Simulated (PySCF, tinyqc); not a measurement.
Orbital energy against energy difference: ionisation energy by orbital energies and by energy differences in the 6-31g basis, for H4, spin multiplicity 1. Computed by the program tinyqc with PySCF. 

Geometry (angstrom):
```
atom       x       y       z
H     0.0000  0.0000  0.0000
H     0.0000  0.0000  0.7420
H     0.0000  0.9500  0.0000
H     0.0000  0.9500  0.7420
```

CCSD(T) difference in the same basis = 9.7495 eV

IP-EOM-CCSD = 9.7713 eV

The cation is unrestricted; errors are against CCSD(T) in this basis, not against experiment.

First vertical ionisation energy (eV):
```
method     -e(HOMO)  E(cation) - E  error of -e(HOMO)  error of the difference
HF           9.5198       9.017687            -0.2297                  -0.7318
LDA          4.6946       9.646382            -5.0548                  -0.1031
PBE          4.7544       9.672925            -4.9951                  -0.0766
B3LYP        5.9713       9.867834            -3.7782                   0.1183
PBE0         6.1553       9.726532            -3.5942                  -0.0230
CAM-B3LYP    7.6013       9.817996            -2.1482                   0.0685
LC-wPBE      9.0294       9.789412            -0.7201                   0.0399
```

Koopmans errs by -0.23 eV and Delta-HF by -0.73 eV: relaxation, 0.50 eV, lowers the value and the missing correlation difference works against it. The PBE level is off by -5.0 eV through the wrong tail of its potential, though its energy difference is off by -0.08 eV; exact exchange deepens the level, and among the orbital energies HF comes closest; among the differences PBE0 does. The restricted reference is unstable here: a spin-polarised solution lies 0.0006 hartree lower (PySCF), so results built on it describe a poor reference.
